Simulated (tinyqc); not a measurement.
Worked calculation: Finnis-Sinclair potential for a bcc metal: fit to cohesion and elasticity, then vacancy, surfaces and structure. Computed by tinyqc, a small Python program that keeps every step. Command: `OMP_NUM_THREADS=1 python tinyqc.py 3111039 3111040 out.jsonl fsfit walk`. One thread of a shared host (Intel(R) Xeon(R) Processor @ 2.30GHz), about 0.01 s of CPU time with the checks. Intermediate numbers are printed to about 6 digits and carried at full precision; extremes and crossings named in words are read from the listed rows.

E = (1/2) sum V(r) - A sqrt(rho), rho = sum phi(r), phi = (r - d)^2 for r < d, V = (r - c)^2 (c0 + c1 r + c2 r^2) for r < c. In bcc the 8 first neighbours lie at sqrt(3) a/2 and the 6 second at a; both cut-offs lie below the third shell; Omega = a^3/2; E is per atom and z the number of atoms in a shell. The four constants A, c0, c1, c2 are fitted to E_c, zero pressure, B and C12 - C44 alone, so C44 and C11 - C12 are not matched singly; defects are unrelaxed.

Inputs (values chosen for the exercise, modelled on niobium):
```
quantity             value      unit
lattice constant a     3.3  angstrom
cohesive energy E_c    7.6        eV
target C11             250       GPa
target C12             131       GPa
target C44            29.8       GPa
density cut-off d/a  1.211         -
pair cut-off c/a     1.264         -
```

Constants: 1 eV/angstrom^3 = 160.2176634 GPa; 1 eV/angstrom^2 = 16.02176634 J/m^2.

## Density sums and the constant A

rho = sum z phi, rho1 = sum z r phi', rho2 = sum z r^2 phi''. At zero pressure the effective pair part V + 2 F' phi obeys C12 = C44, so C12 - C44 = F'' (rho1/3)^2/Omega with F'' = A/(4 rho^(3/2)); this gives A.

rho = 13.2769 angstrom^2

rho1 = -79.6289 angstrom^2

rho2 = 261.36 angstrom^2

A = 3.11738 eV/angstrom

## Three linear equations for c0, c1, c2

With v_k = (r - c)^2 r^k the rows are (1/2) sum z v_k, (1/2) sum z r v_k' and (1/2) sum z r^2 v_k''. With rho1 = sum z r phi' and rho2 = sum z r^2 phi'' the right-hand sides are: -E_c + A sqrt(rho) (cohesion); A rho1/(2 sqrt(rho)) (zero pressure); 9 B Omega + A [rho2/(2 sqrt(rho)) - rho1^2/(4 rho^(3/2))] with B = (C11 + 2 C12)/3.

matrix:
```
                   c0        c1        c2
cohesion        9.176    27.231    81.145
pressure      -47.276  -115.505  -270.800
bulk modulus  130.680   116.884  -324.856
```

right-hand side (eV): 3.759  -34.063  181.919

## Solution

Solve the three equations.

c0, c1, c2 (eV/angstrom^2, eV/angstrom^3, eV/angstrom^4): -0.027396  0.892226  -0.249995

## Elastic constants of the fitted potential

Second differences of E with strains of 1e-4: e_xx gives C11, (e_xx, e_yy) = (1, -1) gives 2 (C11 - C12), an engineering shear gives C44. B and C12 - C44 are fitted; the one combination left tests the choice of d.

C11 = 226.011 GPa

C12 = 142.994 GPa

C44 = 41.7943 GPa

error of C44 = 40.2492 %

error of C' = (C11 - C12)/2 = -30.2376 %

C44 comes out high and C' low: with B and C12 - C44 fixed, C44 + 2 C'/3 is fixed too, so the two errors have opposite signs.

## Unrelaxed vacancy

E_v = -A sum_shells z [sqrt(rho - phi(r)) - sqrt(rho)] - (1/2) sum z V(r): the neighbours lose one bond each, and the atom is put back in the bulk.

V at the two shells (eV): 0.829022  0.147627

phi at the two shells (angstrom^2): 1.29599  0.48483

vacancy energy E_v = 2.04595 eV

E_v/E_c = 0.269203

A pair potential would give E_v = E_c; the square root lowers the ratio to 0.27.

## Unrelaxed surfaces

An atom in layer i below the surface keeps only neighbours no higher than the top layer; gamma = sum_i (E_i + E_c)/(area per surface atom), with layer spacings a/2, a/sqrt2 and areas a^2, a^2/sqrt2 for (100) and (110).

Excess energy by layer (eV):
```
face    layer 1   layer 2  layer 3
(100)  1.028484  0.135513        0
(110)  0.665643  0.000000        0
```

gamma(100) = 1.71251 J/m^2

gamma(110) = 1.38497 J/m^2

gamma(100)/gamma(110) = 1.24.

## bcc against fcc

E of each lattice against the volume per atom, as a multiple of Omega; all neighbours inside the cut-offs are summed.

Energies (eV/atom):
```
V/Omega       bcc       fcc  fcc less bcc (meV)
0.80     -7.14846  -7.00610             142.362
0.84     -7.32054  -7.14398             176.559
0.88     -7.44794  -7.25723             190.704
0.92     -7.53461  -7.34772             186.890
0.96     -7.58418  -7.41081             173.368
1.00     -7.60000  -7.45183             148.170
1.05     -7.57703  -7.47335             103.678
1.10     -7.51175  -7.45518              56.572
1.20     -7.27438  -7.31314             -38.760
```

The lowest fcc row, at V/Omega = 1.05, lies +127 meV from the bcc minimum: the fit keeps bcc stable, though nothing in it asked for that.

Checks made by the program: B and C12 - C44 recovered (relative difference 5e-08).
